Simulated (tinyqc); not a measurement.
Worked calculation: Pariser-Parr-Pople SCF with singles CI, for the molecule c1ccc2[nH]ccc2c1 (SMILES; centres numbered as the heavy atoms are written). Computed by tinyqc, a small Python program that keeps every step. Settings: charge = 0, gamma = MN, start = core, damping = 0.3, iteration cap = 77, excitations kept = 4. Command: `OMP_NUM_THREADS=1 python tinyqc.py 31307 31308 out.jsonl` (the two numbers bound the seeds that draw the settings). One thread of a shared host (Intel(R) Xeon(R) Processor @ 2.60GHz), about 0.01 s of CPU time with the checks. Later iterations appear only in the table of the cycle.

## PPP integrals

Centres (angstrom, eV; a flat drawing with bonds scaled to 1.40 angstrom):
```
centre          x          y  core charge z          W   gamma_rr
1C       2.152000  -0.700000              1  11.160000  11.130000
2C       2.152000   0.700000              1  11.160000  11.130000
3C       0.939000   1.400000              1  11.160000  11.130000
4C      -0.273000   0.700000              1  11.160000  11.130000
5N      -1.605000   1.133000              2  25.600000  16.800000
6C      -2.427000   0.000000              1  11.160000  11.130000
7C      -1.605000  -1.133000              1  11.160000  11.130000
8C      -0.273000  -0.700000              1  11.160000  11.130000
9C       0.939000  -1.400000              1  11.160000  11.130000
```

Resonance integrals (eV):
```
i  j       beta
1  2  -2.390000
2  3  -2.390000
3  4  -2.390000
4  5  -2.240000
5  6  -2.240000
6  7  -2.390000
7  8  -2.390000
8  9  -2.390000
9  1  -2.390000
8  4  -2.390000
```

Mataga-Nishimoto: gamma = 14.399645/(R + a), a = 2 x 14.399645/(gamma_rr + gamma_ss); H_rr = -W_r - sum_(s != r) z_s gamma_rs; H_rs = beta for bonds.

repulsion gamma_rs (eV):
```
           1C         2C         3C         4C         5N         6C         7C         8C
1C  11.130000   5.345539   3.871994   3.517359   2.763090   2.429924   2.837012   3.872154
2C   5.345539  11.130000   5.344569   3.872154   2.991827   2.429924   2.630518   3.517359
3C   3.871994   5.344569  11.130000   5.346287   4.012053   2.915316   2.948476   3.872515
4C   3.517359   3.872154   5.346287  11.130000   5.921551   4.046371   4.045268   5.345539
5N   2.763090   2.991827   4.012053   5.921551  16.800000   5.923586   4.367335   4.367523
6C   2.429924   2.429924   2.915316   4.046371   5.923586  11.130000   5.345983   4.046371
7C   2.837012   2.630518   2.948476   4.045268   4.367335   5.345983  11.130000   5.344325
8C   3.872154   3.517359   3.872515   5.345539   4.367523   4.046371   5.344325  11.130000
9C   5.344569   3.871994   3.517455   3.872515   3.116055   2.915316   3.738477   5.346287

           9C
1C   5.344569
2C   3.871994
3C   3.517455
4C   3.872515
5N   3.116055
6C   2.915316
7C   3.738477
8C   5.346287
9C  11.130000
```

core matrix H (eV):
```
            1C          2C          3C          4C          5N          6C          7C          8C
1C  -43.904731   -2.390000    0.000000    0.000000    0.000000    0.000000    0.000000    0.000000
2C   -2.390000  -44.155711   -2.390000    0.000000    0.000000    0.000000    0.000000    0.000000
3C    0.000000   -2.390000  -47.000718   -2.390000    0.000000    0.000000    0.000000    0.000000
4C    0.000000    0.000000   -2.390000  -53.048595   -2.240000    0.000000    0.000000   -2.390000
5N    0.000000    0.000000    0.000000   -2.240000  -59.063020   -2.240000    0.000000    0.000000
6C    0.000000    0.000000    0.000000    0.000000   -2.240000  -47.136379   -2.390000    0.000000
7C    0.000000    0.000000    0.000000    0.000000    0.000000   -2.390000  -46.784730   -2.390000
8C    0.000000    0.000000    0.000000   -2.390000    0.000000    0.000000   -2.390000  -51.239597
9C   -2.390000    0.000000    0.000000    0.000000    0.000000    0.000000    0.000000   -2.390000

            9C
1C   -2.390000
2C    0.000000
3C    0.000000
4C    0.000000
5N    0.000000
6C    0.000000
7C    0.000000
8C   -2.390000
9C  -45.998724
```

## Starting guess

pi electrons, sum of z_r less the charge = 10

Orbitals of the core matrix H.

P at the start:
```
           1C         2C         3C         4C         5N         6C         7C         8C
1C   0.504204   0.504462   0.411982  -0.241780   0.062779  -0.091294  -0.103471   0.100738
2C   0.504462   0.634378   0.675681  -0.082206  -0.012711   0.112419   0.005848  -0.153696
3C   0.411982   0.675681   0.944508   0.445975  -0.113745   0.225431   0.068626  -0.297864
4C  -0.241780  -0.082206   0.445975   1.750779   0.067908  -0.137603  -0.084483   0.260687
5N   0.062779  -0.012711  -0.113745   0.067908   1.959917   0.175967  -0.120710  -0.040345
6C  -0.091294   0.112419   0.225431  -0.137603   0.175967   1.031808   0.890847  -0.070800
7C  -0.103471   0.005848   0.068626  -0.084483  -0.120710   0.890847   0.943069   0.389012
8C   0.100738  -0.153696  -0.297864   0.260687  -0.040345  -0.070800   0.389012   1.533399
9C   0.488250   0.334783   0.120678  -0.271259   0.098708  -0.280494  -0.121089   0.605858

           9C
1C   0.488250
2C   0.334783
3C   0.120678
4C  -0.271259
5N   0.098708
6C  -0.280494
7C  -0.121089
8C   0.605858
9C   0.697938
```

## Iteration 1: Fock matrix

F_rr = H_rr + P_rr gamma_rr / 2 + sum_(s != r) P_ss gamma_rs; F_rs = H_rs - P_rs gamma_rs / 2; E = tr P (H + F) / 2 + core repulsion sum_(r<s) z_r z_s gamma_rs.

F (eV):
```
           1C         2C         3C         4C         5N         6C         7C         8C
1C  -7.626620  -3.738311  -0.797596   0.425214  -0.086732   0.110919   0.146774  -0.195036
2C  -3.738311  -7.155247  -4.195613   0.159157   0.019015  -0.136584  -0.007692   0.270303
3C  -0.797596  -4.195613  -4.996582  -3.582155   0.228176  -0.328601  -0.101171   0.576742
4C   0.425214   0.159157  -3.582155  -3.530611  -2.441059   0.278396   0.170879  -3.086756
5N  -0.086732   0.019015   0.228176  -2.441059  -6.049194  -2.761179   0.263591   0.088104
6C   0.110919  -0.136584  -0.328601   0.278396  -2.761179  -3.899079  -4.771226   0.143241
7C   0.146774  -0.007692  -0.101171   0.170879   0.263591  -4.771226  -3.690296  -3.429502
8C  -0.195036   0.270303   0.576742  -3.086756   0.088104   0.143241  -3.429502  -3.999557
9C  -3.694742  -0.648138  -0.212240   0.525227  -0.153789   0.408865   0.226344  -4.009546

           9C
1C  -3.694742
2C  -0.648138
3C  -0.212240
4C   0.525227
5N  -0.153789
6C   0.408865
7C   0.226344
8C  -4.009546
9C  -6.022565
```

pi energy = -129.129914 eV

## Iteration 1: orbitals and new P

Diagonalise F (the basis is taken as orthonormal) and form P = 2 sum c c over the lowest orbitals; 0.3 of the old P is kept.

orbital energies (eV): -14.153924  -10.813296  -9.730548  -7.492576  -6.491243  -2.204769  -1.544109  2.002774  3.457941

P after iteration 1:
```
           1C         2C         3C         4C         5N         6C         7C         8C
1C   0.960704   0.553058   0.064571  -0.319928   0.168812   0.010146  -0.127527  -0.033735
2C   0.553058   0.945111   0.712700  -0.035501  -0.134605   0.133072   0.067393  -0.221014
3C   0.064571   0.712700   0.979524   0.568479  -0.103766   0.008279   0.032521  -0.026681
4C  -0.319928  -0.035501   0.568479   1.214695   0.337739  -0.172189  -0.118757   0.410382
5N   0.168812  -0.134605  -0.103766   0.337739   1.725941   0.376135  -0.210297  -0.145914
6C   0.010146   0.133072   0.008279  -0.172189   0.376135   1.020178   0.839397  -0.035274
7C  -0.127527   0.067393   0.032521  -0.118757  -0.210297   0.839397   1.049537   0.441099
8C  -0.033735  -0.221014  -0.026681   0.410382  -0.145914  -0.035274   0.441099   1.175933
9C   0.609783   0.041025  -0.121941  -0.029519   0.045487  -0.244937  -0.050151   0.648084

           9C
1C   0.609783
2C   0.041025
3C  -0.121941
4C  -0.029519
5N   0.045487
6C  -0.244937
7C  -0.050151
8C   0.648084
9C   0.928377
```

## Iteration 2: Fock matrix

As before.

F (eV):
```
           1C         2C         3C         4C         5N         6C         7C         8C
1C  -5.700452  -3.868196  -0.125010   0.562652  -0.233222  -0.012327   0.180897   0.065314
2C  -3.868196  -5.687720  -4.294538   0.068734   0.201357  -0.161678  -0.088639   0.388692
3C  -0.125010  -4.294538  -5.471922  -3.909626   0.208158  -0.012068  -0.047944   0.051661
4C   0.562652   0.068734  -3.909626  -5.538171  -3.239971   0.348371   0.240201  -3.486857
5N  -0.233222   0.201357   0.208158  -3.239971  -9.304637  -3.354033   0.459219   0.318641
6C  -0.012327  -0.161678  -0.012068   0.348371  -3.354033  -5.758033  -4.633701   0.071365
7C   0.180897  -0.088639  -0.047944   0.240201   0.459219  -4.633701  -5.183625  -3.568688
8C   0.065314   0.388692   0.051661  -3.486857   0.318641   0.071365  -3.568688  -5.126278
9C  -4.019513  -0.079424   0.214461   0.057156  -0.070870   0.357034   0.093744  -4.122422

           9C
1C  -4.019513
2C  -0.079424
3C   0.214461
4C   0.057156
5N  -0.070870
6C   0.357034
7C   0.093744
8C  -4.122422
9C  -5.326122
```

pi energy = -136.030019 eV

## Iteration 2: orbitals and new P

As before.

orbital energies (eV): -13.981530  -12.250139  -10.763504  -9.206773  -8.559835  -1.244697  -0.655424  0.878344  2.686596

P after iteration 2:
```
           1C         2C         3C         4C         5N         6C         7C         8C
1C   1.023101   0.590505  -0.007876  -0.318185   0.158823   0.031330  -0.130469  -0.040717
2C   0.590505   0.997765   0.715630  -0.033911  -0.132218   0.147598   0.059099  -0.254379
3C  -0.007876   0.715630   1.016735   0.594887  -0.126813  -0.042634   0.045066   0.022608
4C  -0.318185  -0.033911   0.594887   1.099017   0.404802  -0.210952  -0.109726   0.490730
5N   0.158823  -0.132218  -0.126813   0.404802   1.672490   0.436928  -0.255135  -0.178935
6C   0.031330   0.147598  -0.042634  -0.210952   0.436928   1.048500   0.819745  -0.044089
7C  -0.130469   0.059099   0.045066  -0.109726  -0.255135   0.819745   1.076596   0.463581
8C  -0.040717  -0.254379   0.022608   0.490730  -0.178935  -0.044089   0.463581   1.084851
9C   0.669195  -0.003388  -0.245074   0.017821   0.054459  -0.213832  -0.032023   0.627399

           9C
1C   0.669195
2C  -0.003388
3C  -0.245074
4C   0.017821
5N   0.054459
6C  -0.213832
7C  -0.032023
8C   0.627399
9C   0.980944
```

## Iteration 3: Fock matrix

As before.

F (eV):
```
           1C         2C         3C         4C         5N         6C         7C         8C
1C  -5.408383  -3.968282   0.015247   0.559585  -0.219421  -0.038065   0.185071   0.078831
2C  -3.968282  -5.446944  -4.302368   0.065654   0.197787  -0.179325  -0.077730   0.447372
3C   0.015247  -4.302368  -5.580185  -3.980219   0.254390   0.062146  -0.066438  -0.043774
4C   0.559585   0.065654  -3.980219  -5.935383  -3.438527   0.426794   0.221935  -3.701608
5N  -0.219421   0.197787   0.254390  -3.438527  -9.907438  -3.534091   0.557131   0.390751
6C  -0.038065  -0.179325   0.062146   0.426794  -3.534091  -6.067713  -4.581171   0.089200
7C   0.185071  -0.077730  -0.066438   0.221935   0.557131  -4.581171  -5.448022  -3.628763
8C   0.078831   0.447372  -0.043774  -3.701608   0.390751   0.089200  -3.628763  -5.373787
9C  -4.178278   0.006559   0.431018  -0.034507  -0.084848   0.311693   0.059859  -4.067129

           9C
1C  -4.178278
2C   0.006559
3C   0.431018
4C  -0.034507
5N  -0.084848
6C   0.311693
7C   0.059859
8C  -4.067129
9C  -5.283077
```

pi energy = -138.262391 eV

## Iteration 3: orbitals and new P

As before.

orbital energies (eV): -14.448402  -12.333713  -11.052840  -9.587141  -8.862361  -1.199982  -0.411580  0.788581  2.656506

P after iteration 3:
```
           1C         2C         3C         4C         5N         6C         7C         8C
1C   1.028903   0.605444  -0.025396  -0.302133   0.141646   0.037802  -0.130205  -0.036169
2C   0.605444   1.008033   0.714983  -0.035280  -0.122880   0.152676   0.050333  -0.265456
3C  -0.025396   0.714983   1.033557   0.594097  -0.136291  -0.057120   0.055200   0.031766
4C  -0.302133  -0.035280   0.594097   1.072087   0.427011  -0.231856  -0.103424   0.527640
5N   0.141646  -0.122880  -0.136291   0.427011   1.652445   0.460429  -0.274128  -0.190369
6C   0.037802   0.152676  -0.057120  -0.231856   0.460429   1.065246   0.809136  -0.052475
7C  -0.130205   0.050333   0.055200  -0.103424  -0.274128   0.809136   1.087487   0.475510
8C  -0.036169  -0.265456   0.031766   0.527640  -0.190369  -0.052475   0.475510   1.057579
9C   0.695053  -0.008345  -0.300752   0.030399   0.059792  -0.195570  -0.027947   0.605187

           9C
1C   0.695053
2C  -0.008345
3C  -0.300752
4C   0.030399
5N   0.059792
6C  -0.195570
7C  -0.027947
8C   0.605187
9C   0.994663
```

## Convergence

Stop when output and input P, before any damping, agree to 1e-7.

Course of the cycle:
```
iteration         E (eV)  largest |P(out) - P(in)|
1          -129.12991402                  7.66e-01
2          -136.03001882                  1.76e-01
3          -138.26239143                  7.95e-02
4          -138.99022756                  3.72e-02
5          -139.22409652                  1.81e-02
6          -139.29884477                  9.73e-03
7          -139.32278757                  6.20e-03
8          -139.33052347                  3.97e-03
9          -139.33306208                  2.56e-03
10         -139.33391486                  1.67e-03
11         -139.33421063                  1.10e-03
...                  ...                       ...
26         -139.33438553                  3.80e-06
27         -139.33438553                  2.63e-06
28         -139.33438553                  1.82e-06
29         -139.33438553                  1.26e-06
30         -139.33438553                  8.73e-07
31         -139.33438553                  6.04e-07
32         -139.33438553                  4.18e-07
33         -139.33438553                  2.89e-07
34         -139.33438553                  2.00e-07
35         -139.33438553                  1.38e-07
36         -139.33438553                  9.56e-08
```

Converged in 36 iterations.

## Converged orbitals

Charges are z - P_rr.

orbital energies (eV): -14.645896  -12.421240  -11.122581  -9.781720  -8.969657  -1.188382  -0.311816  0.795810  2.641270

coefficients:
```
         MO1        MO2        MO3        MO4        MO5        MO6        MO7        MO8
1C  0.131853   0.465424   0.036712  -0.482218  -0.208114  -0.154610   0.550797   0.176998
2C  0.150239   0.432840  -0.308678  -0.325294   0.307301  -0.383966  -0.323684  -0.364428
3C  0.248755   0.294196  -0.425662   0.177682   0.399829   0.469495  -0.169766   0.346074
4C  0.475071   0.060143  -0.236595   0.489686  -0.097643  -0.024261   0.539453  -0.153235
5N  0.571104  -0.451738  -0.281049  -0.256384  -0.376222  -0.195018  -0.290264   0.230764
6C  0.346456  -0.313367   0.230276  -0.383700   0.349686   0.432118   0.184533  -0.481279
7C  0.262514  -0.051451   0.489898  -0.016524   0.486629  -0.270209   0.042057   0.550625
8C  0.348854   0.225817   0.425322   0.404592  -0.068981  -0.252953  -0.269734  -0.310687
9C  0.188859   0.387240   0.336586  -0.115586  -0.432975   0.495879  -0.281409   0.089553

          MO9
1C   0.360820
2C  -0.330964
3C   0.331563
4C  -0.387696
5N   0.089283
6C   0.082635
7C  -0.270904
8C   0.494659
9C  -0.408843
```

pi charges: 1C -0.022398, 2C -0.010908, 3C -0.042106, 4C -0.069225, 5N 0.367018, 6C -0.081527, 7C -0.097284, 8C -0.044089, 9C 0.000519

## Singles CI, singlets

Over the 4 single excitations with the smallest orbital gaps: A = (e_a - e_i) delta + 2 (ia|jb) - (ij|ab), with (pq|rs) = sum c_mp c_mq gamma_mn c_nr c_ns. f = 2/3 w |mu|^2 in atomic units, mu = sqrt2 sum c_ia sum_m c_mi c_ma R_m.

singlet CI matrix (eV):
```
           5>6        4>6        5>7       4>7
5>6   5.040082  -0.045735   0.002912  0.493204
4>6  -0.045735   5.335146  -0.649980  0.067500
5>7   0.002912  -0.649980   5.402227  0.065125
4>7   0.493204   0.067500   0.065125  6.475323
```

singlet excitation energies (eV): 4.696988  4.903516  6.020247  6.632026

oscillator strengths: 0.042458  0.284432  1.449372  0.822560

## Singles CI, triplets

Over the 4 single excitations with the smallest orbital gaps: A = (e_a - e_i) delta - (ij|ab), with (pq|rs) = sum c_mp c_mq gamma_mn c_nr c_ns.

triplet CI matrix (eV):
```
           5>6        4>6        5>7        4>7
5>6   2.939592  -0.012351  -0.019118   0.244757
4>6  -0.012351   4.010133   0.244757  -0.076632
5>7  -0.019118   0.244757   4.139918  -0.231027
4>7   0.244757  -0.076632  -0.231027   4.134082
```

triplet excitation energies (eV): 2.890826  3.799996  4.032984  4.499919
